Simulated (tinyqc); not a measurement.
Hubbard ring of 5 sites, step by step. Computed by tinyqc, a small Python program that keeps every step. Settings: hopping = 1.08, U = 4.9, mixing = 0.5, iteration cap = 76. Command: `OMP_NUM_THREADS=1 python tinyqc.py 27540 27541 out.jsonl` (the two numbers bound the seeds that draw the settings). One thread of a shared host (Intel(R) Xeon(R) Processor @ 2.60GHz), about 0.2 s of CPU time with the checks. Later iterations appear only in the table of the cycle.

## Mean-field iteration 1

one-body matrix (hopping and site energies) (eV):
```
          1         2         3         4         5
1   0.65000  -1.08000   0.00000   0.00000  -1.08000
2  -1.08000  -0.29000  -1.08000   0.00000   0.00000
3   0.00000  -1.08000   0.97000  -1.08000   0.00000
4   0.00000   0.00000  -1.08000  -0.19000  -1.08000
5  -1.08000   0.00000   0.00000  -1.08000   0.94000
```

U = 4.90000 eV

electrons, up and down: 1  1

mixing = 0.50000

n(up) at the start (a guess, not normalised): 1 0.20000, 2 0.20000, 3 0.20000, 4 0.20000, 5 0.20000

n(down) at the start (a guess): 1 0.20000, 2 0.20000, 3 0.20000, 4 0.20000, 5 0.20000

H(up) = T + U n(down), H(down) = T + U n(up); fill the lowest levels; n(new) = n + mixing (n(out) - n); E = tr T (rho up + rho down) + U sum n_up n_down of the output.

levels, up (eV): -0.85326  0.28820  1.07618  3.14089  3.32799

levels, down (eV): -0.85326  0.28820  1.07618  3.14089  3.32799

energy = -2.56571 eV

n(up) after iteration 1: 1 0.17779, 2 0.25713, 3 0.18267, 4 0.22244, 5 0.15997

n(down) after iteration 1: 1 0.17779, 2 0.25713, 3 0.18267, 4 0.22244, 5 0.15997

## Mean-field iteration 2

As before.

levels, up (eV): -0.80565  0.41943  0.98000  3.16512  3.22110

levels, down (eV): -0.80565  0.41943  0.98000  3.16512  3.22110

energy = -2.61367 eV

n(up) after iteration 2: 1 0.17491, 2 0.25357, 3 0.17427, 4 0.23980, 5 0.15745

n(down) after iteration 2: 1 0.17491, 2 0.25357, 3 0.17427, 4 0.23980, 5 0.15745

## Convergence

Each step fills the lowest levels of T + U n(other spin) and sets n(new) = n + mixing (n(out) - n); stop when output and input agree to 1e-8.

Course of the cycle:
```
iteration      E (eV)  largest |n(out) - n(in)|  mean |n_up - n_down|
1          -2.5657074                  1.14e-01               0.00000
2          -2.6136747                  3.47e-02               0.00000
3          -2.6169707                  1.07e-02               0.00000
4          -2.6174600                  4.56e-03               0.00000
5          -2.6175388                  1.62e-03               0.00000
6          -2.6175520                  6.91e-04               0.00000
7          -2.6175543                  2.64e-04               0.00000
8          -2.6175547                  1.13e-04               0.00000
9          -2.6175547                  4.50e-05               0.00000
10         -2.6175548                  1.91e-05               0.00000
11         -2.6175548                  7.75e-06               0.00000
12         -2.6175548                  3.29e-06               0.00000
13         -2.6175548                  1.35e-06               0.00000
14         -2.6175548                  5.68e-07               0.00000
15         -2.6175548                  2.35e-07               0.00000
16         -2.6175548                  9.84e-08               0.00000
17         -2.6175548                  4.09e-08               0.00000
18         -2.6175548                  1.71e-08               0.00000
19         -2.6175548                  7.10e-09               0.00000
```

local moments n_up - n_down: 1 0.00000, 2 0.00000, 3 0.00000, 4 0.00000, 5 0.00000

Converged in 19 iterations. But random starts reach -2.84930 eV, so this is another stationary point, not the lowest one. Reruns (cap 100 unless said): mixing 0.2: converged in 46 to a higher stationary point (E = -2.61755); mixing 0.9: not converged. Before convergence this energy mixes input and output and is not variational, so it may rise towards its limit.

## Exact diagonalisation (25 states)

Lowest levels of the sector, and the double occupancy of the lowest state.

lowest levels (eV): -3.17512  -2.52506  -1.73708  -1.20855  -1.02936  -0.59562

double occupancy per site = 0.00822

The mean-field solution above lies 0.5576 eV above the exact energy.

## The lowest level by Lanczos steps

From a random start vector (not printed): a_j = <q_j|H|q_j>, b_j = norm of the remainder after orthogonalising; the Ritz value is the lowest eigenvalue of the tridiagonal matrix of a and b so far.

Lanczos:
```
j   a_j (eV)  b_j (eV)  lowest Ritz value (eV)
1    1.59476   3.83634               1.5947640
2    2.69075   3.26543              -1.7325277
3    1.94163   2.41309              -2.8481032
4    2.45850   2.54446              -3.1056403
5    3.94928   2.15263              -3.1614096
6    2.37363   2.60570              -3.1704346
7    2.83319   2.49428              -3.1732188
8    0.92347   1.44775              -3.1745908
9    1.86087   2.98803              -3.1748357
10   2.54069   2.93289              -3.1749767
```
